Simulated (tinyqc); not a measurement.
Worked calculation: Hubbard chain of 6 sites. Computed by tinyqc, a small Python program that keeps every step. Settings: hopping = 1.02, U = 9.9, mixing = 1, iteration cap = 67. Command: `OMP_NUM_THREADS=1 python tinyqc.py 24661 24662 out.jsonl` (the two numbers bound the seeds that draw the settings). One thread of a shared host (Intel(R) Xeon(R) Processor @ 2.60GHz), about 0.2 s of CPU time with the checks. Later iterations appear only in the table of the cycle.

## Mean-field iteration 1

one-body matrix (hopping and site energies) (eV):
```
           1          2          3          4          5          6
1   0.050000  -1.020000   0.000000   0.000000   0.000000   0.000000
2  -1.020000   0.370000  -1.020000   0.000000   0.000000   0.000000
3   0.000000  -1.020000  -0.330000  -1.020000   0.000000   0.000000
4   0.000000   0.000000  -1.020000   0.950000  -1.020000   0.000000
5   0.000000   0.000000   0.000000  -1.020000   0.600000  -1.020000
6   0.000000   0.000000   0.000000   0.000000  -1.020000  -0.430000
```

U = 9.900000 eV

electrons, up and down: 3  3

mixing = 1

n(up) at the start (a guess, not normalised): 1 0.800000, 2 0.200000, 3 0.800000, 4 0.200000, 5 0.800000, 6 0.200000

n(down) at the start (a guess): 1 0.200000, 2 0.800000, 3 0.200000, 4 0.800000, 5 0.200000, 6 0.800000

H(up) = T + U n(down), H(down) = T + U n(up); fill the lowest levels; n(new) = n + mixing (n(out) - n); E = tr T (rho up + rho down) + U sum n_up n_down of the output.

levels, up (eV): 1.305434  1.908645  2.252943  7.667509  8.565464  9.210005

levels, down (eV): 1.386227  1.943812  2.632331  7.837566  8.239191  8.870873

energy = 0.439464 eV

n(up) after iteration 1: 1 0.976852, 2 0.042705, 3 0.963613, 4 0.037863, 5 0.943422, 6 0.035545

n(down) after iteration 1: 1 0.027675, 2 0.944051, 3 0.063464, 4 0.939005, 5 0.044619, 6 0.981186

## Mean-field iteration 2

As before.

levels, up (eV): 0.018445  0.272136  0.824958  9.393775  9.912828  10.487857

levels, down (eV): -0.189035  0.534647  1.117703  9.404529  9.863735  10.178421

energy = 0.163991 eV

n(up) after iteration 2: 1 0.988967, 2 0.021676, 3 0.979780, 4 0.020624, 5 0.974821, 6 0.014133

n(down) after iteration 2: 1 0.012100, 2 0.974917, 3 0.027693, 4 0.972796, 5 0.022212, 6 0.990282

## Mean-field iteration 3

As before.

levels, up (eV): -0.290817  0.094400  0.609535  9.482894  10.209541  10.804447

levels, down (eV): -0.394996  0.338191  0.952993  9.559094  9.981294  10.473423

energy = 0.161289 eV

n(up) after iteration 3: 1 0.989907, 2 0.019490, 3 0.982135, 4 0.018393, 5 0.976871, 6 0.013204

n(down) after iteration 3: 1 0.011316, 2 0.976658, 3 0.025712, 4 0.974990, 5 0.020154, 6 0.991169

## Convergence

Each step fills the lowest levels of T + U n(other spin) and sets n(new) = n + mixing (n(out) - n); stop when output and input agree to 1e-8.

Course of the cycle:

| iteration | E (eV) | largest \|n(out) - n(in)\| | mean \|n_up - n_down\| |
|---|---|---|---|
| 1 | 0.43946447 | 1.81e-01 | 0.916043 |
| 2 | 0.16399119 | 3.58e-02 | 0.960521 |
| 3 | 0.16128859 | 2.36e-03 | 0.963910 |
| 4 | 0.16127232 | 2.44e-04 | 0.964172 |
| 5 | 0.16127223 | 1.42e-05 | 0.964192 |
| 6 | 0.16127223 | 1.42e-06 | 0.964193 |
| 7 | 0.16127223 | 8.41e-08 | 0.964193 |
| 8 | 0.16127223 | 8.21e-09 | 0.964193 |

local moments n_up - n_down: 1 0.978717, 2 -0.957481, 3 0.956819, 4 -0.956995, 5 0.957043, 6 -0.978104

Converged in 8 iterations. Before convergence this energy mixes input and output and is not variational, so it may rise towards its limit.

## Exact diagonalisation (400 states)

Lowest levels of the sector, and the double occupancy of the lowest state.

lowest levels (eV): -0.313161  -0.111399  0.119182  0.214800  0.283994  0.343551

double occupancy per site = 0.024038

The mean-field solution above lies 0.4744 eV above the exact energy.

## The lowest level by Lanczos steps

From a random start vector (not printed): a_j = <q_j|H|q_j>, b_j = norm of the remainder after orthogonalising; the Ritz value is the lowest eigenvalue of the tridiagonal matrix of a and b so far.

Lanczos:

| j | a_j (eV) | b_j (eV) | lowest Ritz value (eV) |
|---|---|---|---|
| 1 | 14.149245 | 7.921480 | 14.14924501 |
| 2 | 15.763982 | 9.561905 | 6.99409518 |
| 3 | 17.253898 | 11.241859 | 3.36369126 |
| 4 | 16.753972 | 6.418064 | 0.65763222 |
| 5 | 18.279423 | 8.472731 | 0.17705914 |
| 6 | 19.769606 | 8.729398 | 0.04333341 |
| 7 | 16.328048 | 9.971615 | -0.01256596 |
| 8 | 12.925558 | 7.538834 | -0.11479939 |
| 9 | 21.474664 | 7.757107 | -0.22365789 |
| 10 | 19.472085 | 7.232923 | -0.26202995 |
